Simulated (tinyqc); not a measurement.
# MOSFET in the linear regime without short-channel effects, parameter extraction from computed curves: effects of single changes

Inversion charge Q = Cox n Vt W0(exp((Vg - VT)/(n Vt))), W0 the Lambert function and n = nf; u = Q/Cox; mobility mu = mu0/(1 + th1 u + th2 u^2); channel resistance Rch = (L - dL)/(W mu Q); Id = Vd/(Rch + Rsd/W). Cox = eps0 eox/tox. Small Vd, no channel-length or drain effects.

Parameters, values chosen for the exercise; channel values of the order met in silicon transistors: temperature T = 77 K; relative permittivity of the gate insulator (close to silicon dioxide) eox = 3.9; insulator thickness tox = 1.1 nm; low-field mobility mu0 = 480 cm^2/(V s); first mobility attenuation factor th1 = 0.11 1/V; second mobility attenuation factor th2 = 0.04 1/V^2; threshold voltage VT = 0.66 V; body factor nf = 1.22; gate width W = 1 um; drawn gate length L = 1.8 um; drawn less effective length dL = 0.013 um; source plus drain resistance Rsd = 92 ohm um; drain voltage Vd = 0.025 V.

Constants: q = 1.602176634e-19 C, kB = 1.380649e-23 J/K, Vt = kB T/q, eps0 = 8.8541878128e-14 F/cm where lengths are in cm. Results are converted to the units shown.

Each table varies one quantity; the others keep the values above.

## Extraction methods against the drawn gate length

From the continuous curve Id(Vg): tangent at peak gm (V_ext = Vg - Id/gm); constant current Id = 0.1 uA W/L; peak of d2Id/dVg2; Y = Id/sqrt(gm) drawn through Vg = VT + 0.6 and VT + 0.8 V, with intercept VT_Y and slope s. Mobilities gm,max L/(W Cox Vd) and s^2 L/(W Cox Vd) with the drawn L. Last column: share of Rsd/W in the total resistance at VT + 0.8 V.

Results:
```
L (um)	V_ext (V)	constant current (V)	second derivative (V)	VT_Y (V)	mobility from gm (cm^2/(V s))	mobility from Y (cm^2/(V s))	series share (%)
0.03	0.655	0.648	0.655	0.695	444	873	84.9
0.062	0.659	0.651	0.657	0.695	405	626	66.1
0.13	0.663	0.653	0.658	0.695	405	549	45.0
0.27	0.666	0.653	0.658	0.695	414	519	27.1
1.2	0.670	0.654	0.658	0.695	430	500	7.45
2.4	0.671	0.654	0.658	0.695	435	497	3.85
5	0.672	0.654	0.658	0.695	437	496	1.88
```

Estimate the missing row, L = 0.56 um.

Computed row:
```
L (um)	V_ext (V)	constant current (V)	second derivative (V)	VT_Y (V)	mobility from gm (cm^2/(V s))	mobility from Y (cm^2/(V s))	series share (%)
0.56	0.668	0.653	0.658	0.695	423	506	14.9
```

With this row back in the table: The model has VT = 0.66 V and mu0 = 480 cm^2/(V s). Over the table the extracted thresholds move by 17 mV (tangent), 5.6 mV (constant current), 3.0 mV (second derivative), under 0.5 mV (Y function). The mobility from gm goes from 444 through a minimum of 405 (at L = 0.13 among the rows listed) to 437 and that from Y falls from 873 to 496 cm^2/(V s).

## Extraction methods against the first mobility attenuation factor

Same model as above.

Results:
```
th1 (1/V)	V_ext (V)	constant current (V)	second derivative (V)	VT_Y (V)	mobility from gm (cm^2/(V s))	mobility from Y (cm^2/(V s))	series share (%)
0	0.674	0.654	0.658	0.695	448	498	5.47
0.2	0.669	0.654	0.658	0.695	424	498	4.79
0.4	0.667	0.654	0.658	0.695	407	498	4.27
0.8	0.665	0.654	0.658	0.695	385	498	3.50
1	0.664	0.654	0.658	0.695	376	498	3.21
1.2	0.663	0.654	0.658	0.695	368	498	2.96
```

Estimate the missing row, th1 = 0.6 1/V.

Computed row:
```
th1 (1/V)	V_ext (V)	constant current (V)	second derivative (V)	VT_Y (V)	mobility from gm (cm^2/(V s))	mobility from Y (cm^2/(V s))	series share (%)
0.6	0.666	0.654	0.658	0.695	395	498	3.84
```

With this row back in the table: The model has VT = 0.66 V and mu0 = 480 cm^2/(V s). Over the table the extracted thresholds move by 11 mV (tangent), under 0.5 mV (constant current), 0.50 mV (second derivative), under 0.5 mV (Y function). The mobility from gm falls from 448 to 368 and that from Y stays near 498 cm^2/(V s).

Computed by the program tinyqc: `OMP_NUM_THREADS=1 python tinyqc.py 2210145 2210146 out.jsonl`, one thread of a shared Intel Xeon 2.30GHz, about 0.02 s for the whole run.
